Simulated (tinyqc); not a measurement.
Plane-wave Kohn-Sham cycle with exchange-only LDA in a layered model solid, step by step. Computed by tinyqc, a small Python program that keeps every step. Settings: points = 16, plane-wave index or count = 2, electrons = 2, k points = 2, area = 14.0, mixing = 0.8, iteration cap = 66, Kerker q0 = 0.88. Command: `OMP_NUM_THREADS=1 python tinyqc.py 20056 20057 out.jsonl` (the two numbers bound the seeds that draw the settings). One thread of a shared host (Intel(R) Xeon(R) Processor @ 2.60GHz), about 0.02 s of CPU time with the checks. Later iterations appear only in the table of the cycle.

## Iteration 1: potential

A solid whose potential varies along x alone (atomic units):
```
parameter                      value
period a                   11.500000
cross-section of the cell  14.000000
electrons per cell                 2
grid points                       16
plane waves -n..n, n               2
k points                           2
V1 in V1 cos(2 pi x/a)     -0.770000
V2 in V2 cos(4 pi x/a)      0.090000
```

density at the start, on the grid x_j = j a/N (e/bohr^3): 0.01242236  0.01242236  0.01242236  0.01242236  0.01242236  0.01242236  0.01242236  0.01242236  0.01242236  0.01242236  0.01242236  0.01242236  0.01242236  0.01242236  0.01242236  0.01242236

V_H(G) = 4 pi rho(G)/G^2 for G != 0 (uniform background); v_x = -(3 rho/pi)^(1/3); V = V_ext + V_H + v_x; Fourier components f(G_m) = (1/N) sum_j f(x_j) exp(-i G_m x_j).

Potentials on the grid (hartree):
```
x              V_ext       V_H        v_x          V
0.000000   -0.680000  0.000000  -0.228065  -0.908065
0.718750   -0.647748  0.000000  -0.228065  -0.875813
1.437500   -0.544472  0.000000  -0.228065  -0.772537
2.156250   -0.358306  0.000000  -0.228065  -0.586371
2.875000   -0.090000  0.000000  -0.228065  -0.318065
3.593750    0.231027  0.000000  -0.228065   0.002962
4.312500    0.544472  0.000000  -0.228065   0.316407
5.031250    0.775027  0.000000  -0.228065   0.546962
5.750000    0.860000  0.000000  -0.228065   0.631935
6.468750    0.775027  0.000000  -0.228065   0.546962
7.187500    0.544472  0.000000  -0.228065   0.316407
7.906250    0.231027  0.000000  -0.228065   0.002962
8.625000   -0.090000  0.000000  -0.228065  -0.318065
9.343750   -0.358306  0.000000  -0.228065  -0.586371
10.062500  -0.544472  0.000000  -0.228065  -0.772537
10.781250  -0.647748  0.000000  -0.228065  -0.875813
```

V(G_m), m = 0, 1, 2, ... (hartree): -0.228065  -0.385000  0.045000  0.000000  0.000000

## Iteration 1: Hamiltonian at one k

k = 0.250000 2 pi / a

H(m,m') = (k + G_m)^2/2 delta + V(G_m - G_m'), with V(-G) = V(G).

H (hartree), lower triangle:
```
           -2         -1         +0         +1        +2
-2   0.229034
-1  -0.385000  -0.144108
+0   0.045000  -0.385000  -0.218736
+1   0.000000   0.045000  -0.385000   0.005149
+2   0.000000   0.000000   0.045000  -0.385000  0.527548
```

## Iteration 1: levels at that k

Diagonalise the Hermitian matrix.

eigenvalues (hartree): -0.722902  -0.330751  0.096508  0.542654  0.813377

## Iteration 1: new density

Motion across x is left out: the lowest 1 band(s) hold two electrons at each of the k points (j + 1/2)/nk - 1/2. Residual R = rho(out) - rho(in); rho(new) = rho(in) + 0.8 R, with R(G) scaled by G^2/(G^2 + 0.88^2) (Kerker). rho(out) = 2/(a A nk) sum |psi|^2 with psi = sum c exp(i G x). Harris energy E = band energy - dV sum rho (V_H/2 + v_x) + (3/4) dV sum rho v_x with rho(in), dV = a A/N, band energy = (2/nk) sum of the filled levels.

rho(out) (e/bohr^3): 0.04648525  0.03951345  0.02392493  0.00984040  0.00249488  0.00032696  0.00001782  0.00000864  0.00001837  0.00000864  0.00001782  0.00032696  0.00249488  0.00984040  0.02392493  0.03951345

density after iteration 1 (e/bohr^3): 0.02420128  0.02086262  0.01388109  0.00875509  0.00769639  0.00896706  0.01034272  0.01110467  0.01133718  0.01110467  0.01034272  0.00896706  0.00769639  0.00875509  0.01388109  0.02086262

energy per cell = -1.33177095 hartree

## Iteration 2: potential

As before.

Potentials on the grid (hartree):
```
x              V_ext        V_H        v_x          V
0.000000   -0.680000   0.251058  -0.284841  -0.713784
0.718750   -0.647748   0.214729  -0.271090  -0.704109
1.437500   -0.544472   0.125653  -0.236664  -0.655483
2.156250   -0.358306   0.025991  -0.202960  -0.535275
2.875000   -0.090000  -0.052187  -0.194425  -0.336612
3.593750    0.231027  -0.100950  -0.204585  -0.074508
4.312500    0.544472  -0.127286  -0.214553   0.202632
5.031250    0.775027  -0.139770  -0.219698   0.415559
5.750000    0.860000  -0.143417  -0.221221   0.495363
6.468750    0.775027  -0.139770  -0.219698   0.415559
7.187500    0.544472  -0.127286  -0.214553   0.202632
7.906250    0.231027  -0.100950  -0.204585  -0.074508
8.625000   -0.090000  -0.052187  -0.194425  -0.336612
9.343750   -0.358306   0.025991  -0.202960  -0.535275
10.062500  -0.544472   0.125653  -0.236664  -0.655483
10.781250  -0.647748   0.214729  -0.271090  -0.704109
```

V(G_m), m = 0, 1, 2, ... (hartree): -0.224626  -0.302765  0.056819  -0.000072  0.000878

## Iteration 2: Hamiltonian at one k

k = 0.250000 2 pi / a

As before.

H (hartree), lower triangle:
```
           -2         -1         +0         +1        +2
-2   0.232473
-1  -0.302765  -0.140669
+0   0.056819  -0.302765  -0.215297
+1  -0.000072   0.056819  -0.302765   0.008588
+2   0.000878  -0.000072   0.056819  -0.302765  0.530987
```

## Iteration 2: levels at that k

As before.

eigenvalues (hartree): -0.579709  -0.272228  0.081717  0.461992  0.724309

## Iteration 2: new density

As before.

rho(out) (e/bohr^3): 0.04300252  0.03734891  0.02427274  0.01150652  0.00379934  0.00081728  0.00011077  0.00001673  0.00001066  0.00001673  0.00011077  0.00081728  0.00379934  0.01150652  0.02427274  0.03734891

density after iteration 2 (e/bohr^3): 0.02944744  0.02527788  0.01616355  0.00856996  0.00578903  0.00653250  0.00817020  0.00930910  0.00968590  0.00930910  0.00817020  0.00653250  0.00578903  0.00856996  0.01616355  0.02527788

energy per cell = -1.08693851 hartree

## Convergence

Stop when sqrt(dV sum R^2) is below 1e-8, dV = a A/N.

Course of the cycle:
```
iteration  E (hartree)  norm of the residual
1          -1.33177095              2.05e-01
2          -1.08693851              1.37e-01
3          -0.96100594              9.55e-02
4          -0.89997839              6.75e-02
5          -0.87195817              4.77e-02
6          -0.85978732              3.35e-02
7          -0.85479589              2.32e-02
8          -0.85287949              1.59e-02
9          -0.85220615              1.08e-02
10         -0.85200241              7.24e-03
11         -0.85196007              4.86e-03
...                ...                   ...
36         -0.85200371              3.62e-07
37         -0.85200371              2.49e-07
38         -0.85200371              1.71e-07
39         -0.85200371              1.17e-07
40         -0.85200371              8.07e-08
41         -0.85200371              5.54e-08
42         -0.85200371              3.81e-08
43         -0.85200371              2.62e-08
44         -0.85200371              1.80e-08
45         -0.85200371              1.24e-08
46         -0.85200371              8.50e-09
```

Converged in 46 iterations. Before convergence this energy mixes input and output and is not variational, so it may rise towards its limit.
